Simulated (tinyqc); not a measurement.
# Admittance spectroscopy and thermally stimulated current of one trap level in a depletion layer, step by step

A worked calculation. Computed by tinyqc, a small Python program that keeps every step. Command: `OMP_NUM_THREADS=1 python tinyqc.py 3111881 3111882 out.jsonl admit walk`. One thread of a shared host (Intel(R) Xeon(R) Processor @ 2.30GHz), about 0.01 s of CPU time with the checks. Intermediate numbers are printed to about 5 digits and carried at full precision; extremes and crossings named in words are read from the listed rows.

A Schottky junction on n-type material holds one donor-like electron trap; shallow donors are fully ionised and abrupt depletion edges are assumed.

Inputs (values chosen for the exercise, modelled on n-type 4H-SiC): dielectric constant eps = 9.76; density-of-states mass m = 0.791 m_0; shallow doping N = 9.6e+16 1/cm^3; trap density N_t = 2.5e+15 1/cm^3; trap depth E_t below the band = 0.315 eV; capture cross section sigma = 5.2e-16 cm^2; band bending V_b = 2.4 V; test frequency f = 200000 Hz; heating rate beta = 0.094 K/s.

Constants: k_B = 1.380649e-23 J/K; m_0 = 9.1093837015e-31 kg; h = 6.62607015e-34 J s; k_B = 8.617333262e-05 eV/K; eps_0 = 8.8541878128e-12 F/m; e = 1.602176634e-19 C.

## Temperature of the peak

N_c = 2 (2 pi m k_B T/h^2)^(3/2), v_th = sqrt(3 k_B T/m), emission rate e_n = sigma v_th N_c exp(-E_t/(k_B T)). Where the level crosses the Fermi level capture equals emission, so the trap follows the signal with the rate 2 e_n; G/omega peaks at omega = 2 e_n (the correction for large N_t/N is left out). Solve 2 e_n(T_p) = 2 pi f.

peak temperature T_p = 300.43 K

N_c at T_p = 1.7692e+19 1/cm^3

e_n at T_p = 6.2832e+05 1/s

E_c - E_F = k_B T_p ln(N_c/N) = 0.13505 eV

## The capacitance step

With E_c - E_F = k_B T_p ln(N_c/N): lambda = sqrt(2 eps eps_0 (E_t - (E_c - E_F))/(e^2 N)); traps are empty and charged for x < x_t = w - lambda, and V_b = e (N w^2 + N_t x_t^2)/(2 eps eps_0). High frequency: C_hf = eps eps_0/w. Low frequency: C_lf = eps eps_0 (N + N_t)/(N w + N_t x_t).

lambda = 44.968 nm

depletion width w = 163.11 nm

crossing point x_t = 118.14 nm

C_hf = 52.981 nF/cm^2

C_lf = 53.354 nF/cm^2

step (C_lf - C_hf)/C_hf = 0.0070465

small-N_t estimate (N_t/N)(lambda/w) = 0.0071794

Reading N_t/N straight from the step would give 0.00705 against the true 0.0260: the factor lambda/w must be known.

## Scan in temperature at fixed frequency

With x = omega/(2 e_n): C = C_hf + (C_lf - C_hf)/(1 + x^2), G/omega = (C_lf - C_hf) x/(1 + x^2); C_hf and C_lf are held at their values at T_p.

Admittance:
```
T (K)  omega/(2 e_n)  C (nF/cm^2)  G/omega (nF/cm^2)
264.4         6.7765       52.988            0.05392
276.4         3.4023       53.010            0.10100
285.4         2.1029       53.049            0.14479
294.4         1.3360       53.115            0.17910
300.4         1.0013       53.167            0.18666
306.4         0.7584       53.218            0.17975
315.4         0.5092       53.277            0.15096
327.5         0.3078       53.322            0.10496
342.5         0.1726       53.343            0.06257
```

The peak of G/omega is half the step, 0.187 nF/cm^2. Its full width is near 2 ln(2 + sqrt3) k_B T_p^2/(E_t + 2 k_B T_p) = 55.9 K.

## Arrhenius plot

T_p for 0.1, 0.3, 1, 3 and 10 f; least-squares lines of ln(e_n/T^2) and of ln(e_n) against 1/(k_B T), e_n = pi f; sigma = exp(intercept)/(v_th N_c/T^2).

Peaks:
```
f (Hz)    T_p (K)  1/(k_B T) (1/eV)  ln(e_n/T^2)  ln(e_n)
2.00e+04   258.05            44.971      -0.0581   11.048
6.00e+04   276.77            41.928       0.9004   12.147
2.00e+05   300.43            38.627       1.9404   13.351
6.00e+05   325.53            35.648       2.8785   14.449
2.00e+06   357.86            32.428       3.8931   15.653
```

depth from e_n/T^2 = 0.315 eV

cross section from the intercept = 5.20e-16 cm^2

depth without the T^2 = 0.36705 eV

Leaving out T^2 adds 52 meV, near 2 k_B T_p = 52 meV.

## Thermally stimulated current

Thermally stimulated current without retrapping: filled share n(T) = exp(-(1/beta) int e_n dT), current proportional to e_n n; the peak obeys beta (E_t/(k_B T^2) + 2/T) = e_n(T). The integral starts at 0.5 T_m and uses 4000 trapezoid steps to 1.2 T_m. Chen's first-order estimate from the full width W = T_2 - T_1 between the half-height points: E = 2.52 k_B T_m^2/W - 2 k_B T_m.

peak temperature T_m = 131.85 K

lower half-height T_1 = 125.80 K

upper half-height T_2 = 136.19 K

filled share at T_m = 0.39043

E_t/(k_B T_m) = 27.725

symmetry factor (T_2 - T_m)/(T_2 - T_1) = 0.41805

depth by Chen's formula = 0.34047 eV

The slow ramp empties the trap at 132 K, far below the admittance peak at 300 K, since the rate asked for is 0.021 per second instead of 630000. Chen's formula, made for a constant prefactor, gives 25 meV more than E_t.

Checks made by the program: C_lf against dQ/dV by differences (relative difference below 1e-10); depth recovered (relative difference below 1e-10); peak of the integrated curve (relative difference 3e-05).
